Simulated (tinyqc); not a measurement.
From results back to parameters: donors with valley-orbit split 1s states. Three cases, with inputs chosen for the exercise.

Problem. The electron density is given and ND is hidden.

Each donor binds at most one electron, in any of its states. For a site s, W_s = sum over its states of g exp(E/kT), and the ionised share is 1/(1 + W_s exp(eta)), eta = (EF - Ec)/kT; n = Nc F_1/2(eta); neutrality n + NA = ND x (mean ionised share); holes are neglected. Nc from N = 2 (m kB T/(4 pi c))^(3/2) with c = hbar^2/2m0, in 1/angstrom^3; times 1e24 for 1/cm^3, m = md. F_j(eta) = (1/Gamma(j + 1)) integral_0^infinity x^j dx/(1 + exp(x - eta)), which tends to exp(eta) for eta << 0.

Constants: hbar^2/2m0 = 3.80998211 eV angstrom^2; kB = 8.617333262e-05 eV/K.

Case 1.

Values chosen (near those of P in Si; shifted at random, so the results belong to these values and not to a real crystal): md = 1.057 m0 (density-of-states mass of the conduction band); E = (44.4, 32.6, 31.1) meV (binding energies of 1s(A1), 1s(T2), 1s(E)); g = (2, 6, 4) (their degeneracies with spin); T = 225 K; NA = 0 1/cm^3 (compensating acceptors, all ionised).

n = 2.8903e+17 1/cm^3

Case 2.

Values chosen (near those of Sb in Si; shifted at random, so the results belong to these values and not to a real crystal): md = 1.076 m0 (density-of-states mass of the conduction band); E = (42.2, 32.9, 29.9) meV (binding energies of 1s(A1), 1s(T2), 1s(E)); g = (2, 6, 4) (their degeneracies with spin); T = 225 K; NA = 0 1/cm^3 (compensating acceptors, all ionised).

n = 6.8934e+16 1/cm^3

Case 3.

Values chosen (near those of P in Si; shifted at random, so the results belong to these values and not to a real crystal): md = 1.033 m0 (density-of-states mass of the conduction band); E = (44.7, 33.3, 31.1) meV (binding energies of 1s(A1), 1s(T2), 1s(E)); g = (2, 6, 4) (their degeneracies with spin); T = 350 K; NA = 1.1e+16 1/cm^3 (compensating acceptors, all ionised).

n = 3.2386e+16 1/cm^3

Find: eta; mean ionised share; ND.

Solution. n/Nc gives eta, eta and W_s give the ionised share, and ND = (n + NA)/share.

Case 1.

eta = -4.110
mean ionised share = 0.459
ND = 6.3e+17 1/cm^3

Case 2.

eta = -5.574
mean ionised share = 0.792
ND = 8.7e+16 1/cm^3

Case 3.

eta = -6.932
mean ionised share = 0.964
ND = 4.5e+16 1/cm^3

Computed by tinyqc, one run a case: `OMP_NUM_THREADS=1 python tinyqc.py N N+1 out.jsonl` with N = 1682151, 1682179, 1682217; one thread of a shared Intel(R) Xeon(R) Processor @ 2.30GHz, about 0.01 s a run at most.
